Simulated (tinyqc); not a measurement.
Worked calculation: FCI on RHF in the 6-311g basis, for H2, spin multiplicity 1. Computed by tinyqc, a small Python program that keeps every step (integrals from PySCF). Settings: charge = 0, multiplicity = 1, basis = 6-311g, method = RHF, energy threshold = 1e-10, iteration cap = 83, orthogonalisation = symmetric, start = atomic densities, DIIS depth = 6, ci = FCI, davidson = 1. Command: `OMP_NUM_THREADS=1 python tinyqc.py 27712 27713 out.jsonl` (the two numbers bound the seeds that draw the settings). One thread of a shared host (Intel(R) Xeon(R) Processor @ 2.60GHz), about 0.08 s of CPU time with the checks. The early iterations of the SCF are left out here.

## One-electron integrals

Geometry (angstrom):
```
atom       x       y       z
H     0.0000  0.0000  0.0000
H     0.0000  0.0000  0.8510
```

Basis 6-311g: exponents (1/bohr^2) and contraction coefficients of normalised primitives:
```
element  l (shell)  exponent  coefficient
H            s (1)   33.8650       0.0255
H            s (1)    5.0948       0.1904
H            s (1)    1.1588       0.8522
H            s (2)    0.3258       1.0000
H            s (3)    0.1027       1.0000
```

Overlap, kinetic and nuclear-attraction integrals over the contracted functions; the nuclear repulsion is the sum of Za Zb / Rab.

nuclear repulsion = 0.621830 hartree

overlap S, order 1H 1s, 1H 2s, 1H 3s, 2H 1s, 2H 2s, 2H 3s:
```
[[1.0000, 0.7064, 0.3737, 0.1822, 0.3617, 0.2924],
 [0.7064, 1.0000, 0.7890, 0.3617, 0.6562, 0.6447],
 [0.3737, 0.7890, 1.0000, 0.2924, 0.6447, 0.8756],
 [0.1822, 0.3617, 0.2924, 1.0000, 0.7064, 0.3737],
 [0.3617, 0.6562, 0.6447, 0.7064, 1.0000, 0.7890],
 [0.2924, 0.6447, 0.8756, 0.3737, 0.7890, 1.0000]]
```

kinetic energy T (hartree), order 1H 1s, 1H 2s, 1H 3s, 2H 1s, 2H 2s, 2H 3s:
```
[[2.3043, 0.5491, 0.1063, -0.0370, 0.1551, 0.0696],
 [0.5491, 0.4888, 0.1849, 0.1551, 0.2306, 0.1307],
 [0.1063, 0.1849, 0.1541, 0.0696, 0.1307, 0.1230],
 [-0.0370, 0.1551, 0.0696, 2.3043, 0.5491, 0.1063],
 [0.1551, 0.2306, 0.1307, 0.5491, 0.4888, 0.1849],
 [0.0696, 0.1307, 0.1230, 0.1063, 0.1849, 0.1541]]
```

nuclear attraction V (hartree), order 1H 1s, 1H 2s, 1H 3s, 2H 1s, 2H 2s, 2H 3s:
```
[[-2.7327, -1.4977, -0.7451, -0.4345, -0.7857, -0.5934],
 [-1.4977, -1.4915, -1.0064, -0.7857, -1.0468, -0.8577],
 [-0.7451, -1.0064, -0.9452, -0.5934, -0.8577, -0.8576],
 [-0.4345, -0.7857, -0.5934, -2.7327, -1.4977, -0.7451],
 [-0.7857, -1.0468, -0.8577, -1.4977, -1.4915, -1.0064],
 [-0.5934, -0.8577, -0.8576, -0.7451, -1.0064, -0.9452]]
```

core Hamiltonian H = T + V (hartree), order 1H 1s, 1H 2s, 1H 3s, 2H 1s, 2H 2s, 2H 3s:
```
[[-0.4283, -0.9486, -0.6387, -0.4715, -0.6306, -0.5238],
 [-0.9486, -1.0027, -0.8216, -0.6306, -0.8162, -0.7270],
 [-0.6387, -0.8216, -0.7911, -0.5238, -0.7270, -0.7346],
 [-0.4715, -0.6306, -0.5238, -0.4283, -0.9486, -0.6387],
 [-0.6306, -0.8162, -0.7270, -0.9486, -1.0027, -0.8216],
 [-0.5238, -0.7270, -0.7346, -0.6387, -0.8216, -0.7911]]
```

## Two-electron integrals

Functions are numbered as in S; the eight-fold symmetry (ij|kl) = (ji|kl) = (kl|ij) leaves the list below.

Two-electron integrals (ij|kl) in chemists' order, unique and non-zero (hartree):
```
(11|11) 1.3930   (21|11) 0.8230   (21|21) 0.5097   (22|11) 0.8229
(22|21) 0.5430   (22|22) 0.6441   (31|11) 0.4113   (31|21) 0.2578
(31|22) 0.2799   (31|31) 0.1308   (32|11) 0.5437   (32|21) 0.3658
(32|22) 0.4527   (32|31) 0.1898   (32|32) 0.3251   (33|11) 0.4940
(33|21) 0.3401   (33|22) 0.4460   (33|31) 0.1780   (33|32) 0.3318
(33|33) 0.3617   (41|11) 0.1848   (41|21) 0.1184   (41|22) 0.1325
(41|31) 0.0604   (41|32) 0.0907   (41|33) 0.0859   (41|41) 0.0408
(42|11) 0.2629   (42|21) 0.1781   (42|22) 0.2207   (42|31) 0.0925
(42|32) 0.1576   (42|33) 0.1582   (42|41) 0.0677   (42|42) 0.1322
(43|11) 0.1875   (43|21) 0.1287   (43|22) 0.1645   (43|31) 0.0672
(43|32) 0.1194   (43|33) 0.1230   (43|41) 0.0494   (43|42) 0.1017
(43|43) 0.0800   (44|11) 0.6164   (44|21) 0.4290   (44|22) 0.5610
(44|31) 0.2250   (44|32) 0.4096   (44|33) 0.4232   (44|41) 0.1848
(44|42) 0.4043   (44|43) 0.3201   (44|44) 1.3930   (51|11) 0.4043
(51|21) 0.2526   (51|22) 0.2729   (51|31) 0.1281   (51|32) 0.1847
(51|33) 0.1729   (51|41) 0.0677   (51|42) 0.1053   (51|43) 0.0763
(51|44) 0.2629   (51|51) 0.1322   (52|11) 0.4838   (52|21) 0.3235
(52|22) 0.3947   (52|31) 0.1675   (52|32) 0.2813   (52|33) 0.2831
(52|41) 0.0965   (52|42) 0.1757   (52|43) 0.1343   (52|44) 0.4838
(52|51) 0.1757   (52|52) 0.2773   (53|11) 0.3737   (53|21) 0.2552
(53|22) 0.3273   (53|31) 0.1332   (53|32) 0.2398   (53|33) 0.2534
(53|41) 0.0782   (53|42) 0.1527   (53|43) 0.1204   (53|44) 0.4361
(53|51) 0.1401   (53|52) 0.2391   (53|53) 0.2171   (54|11) 0.4290
(54|21) 0.2967   (54|22) 0.3857   (54|31) 0.1554   (54|32) 0.2820
(54|33) 0.2935   (54|41) 0.1184   (54|42) 0.2526   (54|43) 0.2008
(54|44) 0.8230   (54|51) 0.1781   (54|52) 0.3235   (54|53) 0.2939
(54|54) 0.5097   (55|11) 0.5610   (55|21) 0.3857   (55|22) 0.5011
(55|31) 0.2017   (55|32) 0.3692   (55|33) 0.3926   (55|41) 0.1325
(55|42) 0.2729   (55|43) 0.2184   (55|44) 0.8229   (55|51) 0.2207
(55|52) 0.3947   (55|53) 0.3652   (55|54) 0.5430   (55|55) 0.6441
(61|11) 0.3201   (61|21) 0.2008   (61|22) 0.2184   (61|31) 0.1019
(61|32) 0.1482   (61|33) 0.1392   (61|41) 0.0494   (61|42) 0.0763
(61|43) 0.0554   (61|44) 0.1875   (61|51) 0.1017   (61|52) 0.1343
(61|53) 0.1071   (61|54) 0.1287   (61|55) 0.1645   (61|61) 0.0800
(62|11) 0.4361   (62|21) 0.2939   (62|22) 0.3652   (62|31) 0.1526
(62|32) 0.2629   (62|33) 0.2692   (62|41) 0.0782   (62|42) 0.1401
(62|43) 0.1071   (62|44) 0.3737   (62|51) 0.1527   (62|52) 0.2391
(62|53) 0.2067   (62|54) 0.2552   (62|55) 0.3273   (62|61) 0.1204
(62|62) 0.2171   (63|11) 0.4153   (63|21) 0.2865   (63|22) 0.3777
(63|31) 0.1501   (63|32) 0.2820   (63|33) 0.3098   (63|41) 0.0783
(63|42) 0.1503   (63|43) 0.1187   (63|44) 0.4153   (63|51) 0.1503
(63|52) 0.2562   (63|53) 0.2355   (63|54) 0.2865   (63|55) 0.3777
(63|61) 0.1187   (63|62) 0.2355   (63|63) 0.2773   (64|11) 0.2250
(64|21) 0.1554   (64|22) 0.2017   (64|31) 0.0813   (64|32) 0.1476
(64|33) 0.1541   (64|41) 0.0604   (64|42) 0.1281   (64|43) 0.1019
(64|44) 0.4113   (64|51) 0.0925   (64|52) 0.1675   (64|53) 0.1526
(64|54) 0.2578   (64|55) 0.2799   (64|61) 0.0672   (64|62) 0.1332
(64|63) 0.1501   (64|64) 0.1308   (65|11) 0.4096   (65|21) 0.2820
(65|22) 0.3692   (65|31) 0.1476   (65|32) 0.2739   (65|33) 0.2960
(65|41) 0.0907   (65|42) 0.1847   (65|43) 0.1482   (65|44) 0.5437
(65|51) 0.1576   (65|52) 0.2813   (65|53) 0.2629   (65|54) 0.3658
(65|55) 0.4527   (65|61) 0.1194   (65|62) 0.2398   (65|63) 0.2820
(65|64) 0.1898   (65|65) 0.3251   (66|11) 0.4232   (66|21) 0.2935
(66|22) 0.3926   (66|31) 0.1541   (66|32) 0.2960   (66|33) 0.3320
(66|41) 0.0859   (66|42) 0.1729   (66|43) 0.1392   (66|44) 0.4940
(66|51) 0.1582   (66|52) 0.2831   (66|53) 0.2692   (66|54) 0.3401
(66|55) 0.4460   (66|61) 0.1230   (66|62) 0.2534   (66|63) 0.3098
(66|64) 0.1780   (66|65) 0.3318   (66|66) 0.3617
```

## Orthogonalisation

S = U s U^T; symmetric (Loewdin) form X = U s^(-1/2) U^T, so that X^T S X = 1.

eigenvalues of S: [0.0389, 0.1349, 0.2262, 0.8003, 1.0209, 3.7787]

X, order 1H 1s, 1H 2s, 1H 3s, 2H 1s, 2H 2s, 2H 3s:
```
[[1.3756, -0.7542, 0.2162, 0.0243, -0.0105, -0.0370],
 [-0.7542, 2.3005, -1.1063, -0.0105, -0.5197, 0.3369],
 [0.2162, -1.1063, 2.5826, -0.0370, 0.3369, -1.4083],
 [0.0243, -0.0105, -0.0370, 1.3756, -0.7542, 0.2162],
 [-0.0105, -0.5197, 0.3369, -0.7542, 2.3005, -1.1063],
 [-0.0370, 0.3369, -1.4083, 0.2162, -1.1063, 2.5826]]
```

## Iteration 6 (converged): orbitals

converged F (hartree), order 1H 1s, 1H 2s, 1H 3s, 2H 1s, 2H 2s, 2H 3s:
```
[[0.6330, -0.4030, -0.4463, -0.4522, -0.4660, -0.4129],
 [-0.4030, -0.3340, -0.3753, -0.4660, -0.4628, -0.3959],
 [-0.4463, -0.3753, -0.2599, -0.4129, -0.3959, -0.2808],
 [-0.4522, -0.4660, -0.4129, 0.6330, -0.4030, -0.4463],
 [-0.4660, -0.4628, -0.3959, -0.4030, -0.3340, -0.3753],
 [-0.4129, -0.3959, -0.2808, -0.4463, -0.3753, -0.2599]]
```

Diagonalise F' = X^T F X, C = X C', fill 1 alpha and 1 beta electrons from the bottom; D = 2 C_occ C_occ^T. Each column has its largest component positive (the first on a tie).

F' = X^T F X (hartree):
```
[[1.7043, -1.1750, 0.0109, -0.1924, -0.1902, -0.1341],
 [-1.1750, 0.9462, -0.3814, -0.1902, -0.2180, -0.0312],
 [0.0109, -0.3814, 0.1903, -0.1341, -0.0312, -0.1299],
 [-0.1924, -0.1902, -0.1341, 1.7043, -1.1750, 0.0109],
 [-0.1902, -0.2180, -0.0312, -1.1750, 0.9462, -0.3814],
 [-0.1341, -0.0312, -0.1299, 0.0109, -0.3814, 0.1903]]
```

orbital energies (hartree): [-0.5642, 0.1508, 0.3151, 0.6047, 2.5496, 2.6257]

coefficients C, order 1H 1s, 1H 2s, 1H 3s, 2H 1s, 2H 2s, 2H 3s:
```
[[0.1768, 0.0906, -0.0467, -0.0945, -1.1202, -1.0975],
 [0.3030, 0.0156, -0.7600, -1.5359, 1.2266, 1.7133],
 [0.1431, 1.9133, 0.8654, 2.0291, -0.4819, -1.1219],
 [0.1768, -0.0906, -0.0467, 0.0945, -1.1202, 1.0975],
 [0.3030, -0.0156, -0.7600, 1.5359, 1.2266, -1.7133],
 [0.1431, -1.9133, 0.8654, -2.0291, -0.4819, 1.1219]]
```

D after iteration 6, order 1H 1s, 1H 2s, 1H 3s, 2H 1s, 2H 2s, 2H 3s:
```
[[0.0625, 0.1072, 0.0506, 0.0625, 0.1072, 0.0506],
 [0.1072, 0.1837, 0.0867, 0.1072, 0.1837, 0.0867],
 [0.0506, 0.0867, 0.0410, 0.0506, 0.0867, 0.0410],
 [0.0625, 0.1072, 0.0506, 0.0625, 0.1072, 0.0506],
 [0.1072, 0.1837, 0.0867, 0.1072, 0.1837, 0.0867],
 [0.0506, 0.0867, 0.0410, 0.0506, 0.0867, 0.0410]]
```

## Convergence

Stop when the energy changes by less than 1e-10 hartree and every element of the error matrix X^T (F D S - S D F) X is below 3e-06.

Course of the cycle:
```
iteration  E (hartree)     change  largest element of the error matrix
1            -0.791032          -                             8.24e-02
2            -1.119267  -3.28e-01                             1.17e-02
3            -1.119987  -7.20e-04                             2.82e-03
4            -1.120024  -3.65e-05                             1.67e-04
5            -1.120024  -7.34e-08                             1.45e-06
6            -1.120024  -1.03e-11                             1.94e-09
```

PySCF RHF in the same basis = -1.120024 hartree

Converged in 6 iterations.

## Integrals over molecular orbitals

(pq|rs) = sum C_ip C_jq C_kr C_ls (ij|kl), one index at a time.

one-electron integrals over orbitals h = C^T H C (hartree):
```
[[-1.1776, 0.0000, 0.1282, 0.0000, 0.0813, 0.0000],
 [0.0000, -0.5056, 0.0000, 0.2084, 0.0000, 0.0252],
 [0.1282, 0.0000, -0.3526, 0.0000, -0.1587, 0.0000],
 [0.0000, 0.2084, 0.0000, -0.2618, 0.0000, -0.2173],
 [0.0813, 0.0000, -0.1587, 0.0000, 1.3910, 0.0000],
 [0.0000, 0.0252, 0.0000, -0.2173, 0.0000, 1.4194]]
```

Two-electron integrals over orbitals (pq|rs), unique and non-zero (hartree):
```
(11|11) 0.6134    (21|21) 0.0563    (22|11) 0.3563    (22|22) 0.3045
(31|11) -0.1282   (31|22) -0.0301   (31|31) 0.0547    (32|21) 0.0203
(32|32) 0.0355    (33|11) 0.3612    (33|22) 0.2763    (33|31) -0.0374
(33|33) 0.2818    (41|21) -0.0685   (41|32) -0.0019   (41|41) 0.1031
(42|11) -0.1385   (42|22) -0.0504   (42|31) 0.0430    (42|33) -0.0482
(42|42) 0.0585    (43|21) 0.0378    (43|32) 0.0172    (43|41) -0.0456
(43|43) 0.0321    (44|11) 0.4848    (44|22) 0.3305    (44|31) -0.0822
(44|33) 0.3117    (44|42) -0.1035   (44|44) 0.4218    (51|11) -0.0813
(51|22) -0.0132   (51|31) 0.0461    (51|33) -0.0219   (51|42) 0.0281
(51|44) -0.0569   (51|51) 0.0804    (52|21) -0.0037   (52|32) 0.0040
(52|41) 0.0116    (52|43) -0.0096   (52|52) 0.0134    (53|11) 0.1024
(53|22) 0.0336    (53|31) -0.0382   (53|33) 0.0348    (53|42) -0.0358
(53|44) 0.0713    (53|51) -0.0423   (53|53) 0.0351    (54|21) 0.0133
(54|32) -0.0186   (54|41) -0.0374   (54|43) 0.0141    (54|52) -0.0213
(54|54) 0.0472    (55|11) 0.6195    (55|22) 0.3518    (55|31) -0.1361
(55|33) 0.3606    (55|42) -0.1420   (55|44) 0.4912    (55|51) -0.1229
(55|53) 0.1214    (55|55) 0.6797    (61|21) -0.0289   (61|32) 0.0165
(61|41) 0.0619    (61|43) -0.0299   (61|52) 0.0294    (61|54) -0.0605
(61|61) 0.0871    (62|11) -0.0271   (62|22) 0.0096    (62|31) 0.0224
(62|33) -0.0025   (62|42) 0.0064    (62|44) -0.0133   (62|51) 0.0361
(62|53) -0.0162   (62|55) -0.0475   (62|62) 0.0238    (63|21) 0.0313
(63|32) -0.0031   (63|41) -0.0506   (63|43) 0.0222    (63|52) -0.0114
(63|54) 0.0308    (63|61) -0.0462   (63|63) 0.0325    (64|11) 0.1396
(64|22) 0.0300    (64|31) -0.0605   (64|33) 0.0446    (64|42) -0.0475
(64|44) 0.0923    (64|51) -0.0746   (64|53) 0.0506    (64|55) 0.1760
(64|62) -0.0372   (64|64) 0.0886    (65|21) 0.0937    (65|32) 0.0036
(65|41) -0.1424   (65|43) 0.0714    (65|52) -0.0371   (65|54) 0.0860
(65|61) -0.1309   (65|63) 0.0892    (65|65) 0.2669    (66|11) 0.6467
(66|22) 0.3676    (66|31) -0.1505   (66|33) 0.3675    (66|42) -0.1546
(66|44) 0.5196    (66|51) -0.1543   (66|53) 0.1379    (66|55) 0.7208
(66|62) -0.0560   (66|64) 0.1998    (66|66) 0.7828
```

## FCI: determinants and Hamiltonian

Hartree-Fock energy = -1.120024 hartree

Slater-Condon rules over spin orbitals, with the nuclear repulsion added and E(HF) subtracted on the diagonal. Only determinants linked to the reference directly or through others are kept (one block of an abelian symmetry group), so some states are absent.

Occupation strings over the orbitals (2 doubly, a alpha, b beta, 0 empty; spin orbitals ordered 1a 1b 2a 2b ...): 200000 a0b000 a000b0 b0a000 b000a0 020000 0a0b00 0a000b 002000 00a0b0 0b0a00 000200 000a0b 00b0a0 000020 0b000a 000b0a 000002

H - E(HF) between determinants (hartree), order 200000, a0b000, a000b0, b0a000, b000a0, 020000, 0a0b00, 0a000b, 002000, 00a0b0, 0b0a00, 000200, 000a0b, 00b0a0, 000020, 0b000a, 000b0a, 000002:
```
[[0.0000, 0.0000, 0.0000, 0.0000, 0.0000, 0.0563, -0.0685, -0.0289, 0.0547, 0.0461, 0.0685, 0.1031, 0.0619, -0.0461, 0.0804, 0.0289, -0.0619, 0.0871],
 [0.0000, 0.5728, -0.0563, -0.0547, -0.0461, 0.0203, 0.0378, 0.0313, 0.0909, -0.0382, 0.0019, -0.0456, -0.0506, -0.0594, -0.0423, -0.0165, 0.0299, -0.0462],
 [0.0000, -0.0563, 2.5747, -0.0461, -0.0804, -0.0037, 0.0133, 0.0937, -0.0382, -0.0078, -0.0116, -0.0374, -0.1424, 0.0423, -0.0416, -0.0294, 0.0605, -0.1309],
 [0.0000, -0.0547, -0.0461, 0.5728, -0.0563, -0.0203, 0.0019, -0.0165, -0.0909, -0.0594, 0.0378, 0.0456, 0.0299, -0.0382, 0.0423, 0.0313, -0.0506, 0.0462],
 [0.0000, -0.0461, -0.0804, -0.0563, 2.5747, 0.0037, -0.0116, -0.0294, 0.0382, 0.0423, 0.0133, 0.0374, 0.0605, -0.0078, 0.0416, 0.0937, -0.1424, 0.1309],
 [0.0563, 0.0203, -0.0037, -0.0203, 0.0037, 1.0352, 0.1580, 0.0348, 0.0355, 0.0040, -0.1580, 0.0585, 0.0064, -0.0040, 0.0134, -0.0348, -0.0064, 0.0238],
 [-0.0685, 0.0378, 0.0133, 0.0019, -0.0116, 0.1580, 1.3050, -0.1873, 0.0172, -0.0186, -0.0585, 0.1049, -0.0475, 0.0096, -0.0213, -0.0064, -0.0119, -0.0372],
 [-0.0289, 0.0313, 0.0937, -0.0165, -0.0294, 0.0348, -0.1873, 3.0233, -0.0031, 0.0036, -0.0064, -0.0475, 0.0538, 0.0114, -0.0371, -0.0238, 0.0372, -0.0308],
 [0.0547, 0.0909, -0.0382, -0.0909, 0.0382, 0.0355, 0.0172, -0.0031, 1.3184, -0.1240, -0.0172, 0.0321, 0.0222, 0.1240, 0.0351, 0.0031, -0.0222, 0.0325],
 [0.0461, -0.0382, -0.0078, -0.0594, 0.0423, 0.0040, -0.0186, 0.0036, -0.1240, 3.1409, 0.0096, 0.0141, 0.0714, -0.0351, -0.0373, 0.0114, -0.0308, 0.0892],
 [0.0685, 0.0019, -0.0116, 0.0378, 0.0133, -0.1580, -0.0585, -0.0064, -0.0172, 0.0096, 1.3050, -0.1049, -0.0119, -0.0186, 0.0213, -0.1873, -0.0475, 0.0372],
 [0.1031, -0.0456, -0.0374, 0.0456, 0.0374, 0.0585, 0.1049, -0.0475, 0.0321, 0.0141, -0.1049, 1.6400, -0.1250, -0.0141, 0.0472, 0.0475, 0.1250, 0.0886],
 [0.0619, -0.0506, -0.1424, 0.0299, 0.0605, 0.0064, -0.0475, 0.0538, 0.0222, 0.0714, -0.0119, -0.1250, 3.4191, -0.0308, 0.0860, 0.0372, -0.0886, -0.0175],
 [-0.0461, -0.0594, 0.0423, -0.0382, -0.0078, -0.0040, 0.0096, 0.0114, 0.1240, -0.0351, -0.0186, -0.0141, -0.0308, 3.1409, 0.0373, 0.0036, 0.0714, -0.0892],
 [0.0804, -0.0423, -0.0416, 0.0423, 0.0416, 0.0134, -0.0213, -0.0371, 0.0351, -0.0373, 0.0213, 0.0472, 0.0860, 0.0373, 5.2036, 0.0371, -0.0860, 0.2669],
 [0.0289, -0.0165, -0.0294, 0.0313, 0.0937, -0.0348, -0.0064, -0.0238, 0.0031, 0.0114, -0.1873, 0.0475, 0.0372, 0.0036, 0.0371, 3.0233, 0.0538, 0.0308],
 [-0.0619, 0.0299, 0.0605, -0.0506, -0.1424, -0.0064, -0.0119, 0.0372, -0.0222, -0.0308, -0.0475, 0.1250, -0.0886, 0.0714, -0.0860, 0.0538, 3.4191, 0.0175],
 [0.0871, -0.0462, -0.1309, 0.0462, 0.1309, 0.0238, -0.0372, -0.0308, 0.0325, 0.0892, 0.0372, 0.0886, -0.0175, -0.0892, 0.2669, 0.0308, 0.0175, 5.3635]]
```

## FCI: roots

Diagonalise (each vector has its largest component positive (the first on a tie)); all determinants have Ms = 0, so triplets appear too. The lowest singlet root is the correlation energy.

lowest roots of this matrix, relative to E(HF) (hartree): [-0.0281, 0.5067, 0.5900, 0.9211, 1.2264, 1.3142, 1.3922, 1.7148]

lowest vectors, order 200000, a0b000, a000b0, b0a000, b000a0, 020000, 0a0b00, 0a000b, 002000, 00a0b0, 0b0a00, 000200, 000a0b, 00b0a0, 000020, 0b000a, 000b0a, 000002:
```
[[0.9899, 0.0000, 0.0081, 0.0967],
 [-0.0051, 0.7045, 0.6912, -0.0026],
 [-0.0053, 0.0364, 0.0057, 0.0058],
 [0.0051, 0.7045, -0.6912, 0.0026],
 [0.0053, 0.0364, -0.0057, -0.0058],
 [-0.0658, 0.0000, -0.0357, 0.8830],
 [0.0624, -0.0394, -0.0325, -0.3182],
 [0.0127, -0.0085, -0.0141, -0.0408],
 [-0.0393, 0.0000, -0.1808, -0.0676],
 [-0.0140, 0.0258, -0.0164, -0.0106],
 [-0.0624, -0.0394, 0.0325, 0.3182],
 [-0.0672, 0.0000, 0.0769, 0.0049],
 [-0.0185, 0.0053, 0.0241, -0.0068],
 [0.0140, 0.0258, 0.0164, 0.0106],
 [-0.0126, 0.0000, 0.0109, -0.0071],
 [-0.0127, -0.0085, 0.0141, 0.0408],
 [0.0185, 0.0053, -0.0241, 0.0068],
 [-0.0127, 0.0000, 0.0130, -0.0110]]
```

<S^2> of these roots: [0.0000, 2.0000, 0.0000, 0.0000, 2.0000, 0.0000, 0.0000, 0.0000]

weight of the ground state by excitation level 0, 1, 2, ...: [0.9800, 0.0001, 0.0199]

## The lowest root by the Davidson method

Start from the reference; add the residual divided by (theta - H_ii), orthogonalised, at each step.

Davidson iterations:
```
iteration  subspace  lowest Ritz value (hartree)  residual norm
1                 1                            0       2.32e-01
2                 2                    -0.027456       4.29e-02
3                 3                    -0.028049       4.16e-03
4                 4                    -0.028056       4.54e-04
5                 5                    -0.028057       5.01e-05
6                 6                    -0.028057       6.59e-06
7                 7                    -0.028057       3.55e-07
8                 8                    -0.028057       5.70e-08
```
